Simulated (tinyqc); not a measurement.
From entropy S back to atomic mass M: Born-von Karman spring model of a cubic crystal with one atom per cell. Computed by tinyqc, a small Python program. Command: `OMP_NUM_THREADS=1 python tinyqc.py 3028082 3028083 out.jsonl springs inv`. One thread of a shared host (Intel(R) Xeon(R) Processor @ 2.30GHz), about 0.2 s of CPU time with the checks.

First neighbours lie at a/2 (1,1,0) (12 of them), second at a (1,0,0) (6), with all permutations and signs; the volume per atom is Omega = a^3/4.

Inputs (values chosen for the exercise, for a model crystal):
```
quantity,value,unit
lattice constant a,2.85,angstrom
radial spring k1L,0.389,eV/angstrom^2
transverse spring k1T,0.017,eV/angstrom^2
radial spring k2L,0.0079,eV/angstrom^2
transverse spring k2T,0.0071,eV/angstrom^2
mesh divisions n,8,-
temperature T,400,K
```

Lattice: fcc.

Constants: nu for 1 eV/(angstrom^2 u) = 15.6333042 THz; h x 1 THz = 4.135667696 meV; k_B = 8.617333262e-05 eV/K; hbar^2/u = 4.18015928e-03 eV angstrom^2.

Method:
- A neighbour at R with unit vector n couples by the matrix K(R) = kL n n^T + kT (1 - n n^T), and D(q) = (1/M) sum_R K(R) [1 - cos(q.R)].
- An eigenvalue lambda of D in eV/(angstrom^2 u) gives nu = 15.6333042 THz x sqrt(lambda).
- Mesh: q = sum_i (m_i + 1/2)/n b_i, m_i = 0..n-1, with b = [[-1, 1, 1], [1, -1, 1], [1, 1, -1]] in 2 pi/a; sums are averages over the n^3 points, per atom.
- With x = h nu/(k_B T) and n = 1/(exp(x) - 1) for each mode: F = k_B T [x/2 + ln(1 - exp(-x))], U = k_B T x (n + 1/2), S/k_B = x n - ln(1 - exp(-x)), C/k_B = x^2 n (n + 1).
- <u_x^2> = (1/3) sum over modes of hbar^2/(2 M h nu) coth(x/2); zero-point energy = sum h nu/2. <u_x^2> converges slowly with the mesh, from below, with an error of order 1/n.

Question. A run gave the result below. Find the atomic mass M, known to lie between 100 and 290 u.

entropy S = 8.108051 k_B/atom

Answer.

Each step takes the trial c = (a f_b - b f_a)/(f_b - f_a), f being the result less the target and a, b, c the logarithms of the listed values; c replaces end b, the old b replaces a if the sign of f changed, and otherwise f_a is halved.

Scan of the range:
```
atomic mass M (u),entropy S (k_B/atom)
100,7.40310
119,7.66281
143,7.93732
170,8.19591
203,8.46129
243,8.73045
290,8.99518
```

False position (Illinois rule, in the logarithm of the input) inside the bracket:
```
step,end a,end b,trial,entropy S (k_B/atom)
1,143,170.000,160.298,8.10803
2,170,160.298,160.300,8.10805
```

Entropy S rises at every point of a 13-point scan of the range (every second point is shown), so one value fits; it is bracketed by 143 and 170. Answer: atomic mass M = 160.3 u.

Caution: the root-mean-square displacement exceeds 12 % of the neighbour distance, where real crystals are near melting and the harmonic model fails.
